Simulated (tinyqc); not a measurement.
Tersoff bond-order potential. Bending a trimer. Computed by tinyqc, a small Python program. Command: `OMP_NUM_THREADS=1 python tinyqc.py 3018951 3018952 out.jsonl tersoff sweep`. One thread of a shared host (Intel(R) Xeon(R) Processor @ 2.30GHz), about 0.01 s of CPU time with the checks.

E = (1/2) sum_(i, j != i) [A exp(-lambda r_ij) - b_ij B exp(-mu r_ij)], b_ij = (1 + (beta zeta_ij)^n)^(-1/(2n)), zeta_ij = sum_(k != i, j) g(theta_ijk), g = 1 + c^2/d^2 - c^2/(d^2 + (h - cos theta)^2), with theta at atom i. Only nearest neighbours count (cut-off function 1 for them, 0 beyond).

Inputs (values chosen for the exercise, modelled on silicon): A = 1810 eV; B = 469.88 eV; lambda = 2.4799 1/angstrom; mu = 1.7322 1/angstrom; beta = 1.13e-06; n = 0.7971; c = 98480; d = 16.36; h = -0.6222; bond length r_12 = 2.39 angstrom; bond length r_13 = 2.37 angstrom.

Method. Atom 1 binds atoms 2 and 3, which do not interact. b_12 = b_13 follow from zeta = g(theta); b_21 = b_31 = 1. E = sum over the two bonds of A exp(-lambda r) - (b + 1)/2 B exp(-mu r).

One run for each value:
```
angle theta at atom 1 (degrees)  energy of the trimer (eV)  bond order b_12    g(theta)
90                                                 -4.8675          0.93931  5.2336e+04
100                                                -5.0462          0.96278  2.7219e+04
110                                                -5.1922          0.98196  1.0626e+04
120                                                -5.2924          0.99511  2.0225e+03
130                                                -5.3274          0.99971  5.8382e+01
140                                                -5.2814          0.99367  2.8020e+03
160                                                -5.1628          0.97809  1.3643e+04
180                                                -5.1115          0.97136  1.9314e+04
```

Over the rows, energy of the trimer (eV) goes from -4.87 through a minimum among these rows, -5.33 at 130, to -5.11; bond order b_12 goes from 0.939 through a maximum among these rows, 1.000 at 130, to 0.971; g(theta) goes from 52300 through a minimum among these rows, 58.4 at 130, to 19300. The bond order is largest where g is least, at cos theta = h, 128.5 degrees.

Extremes, crossings and ranges named in words are read from the listed rows.
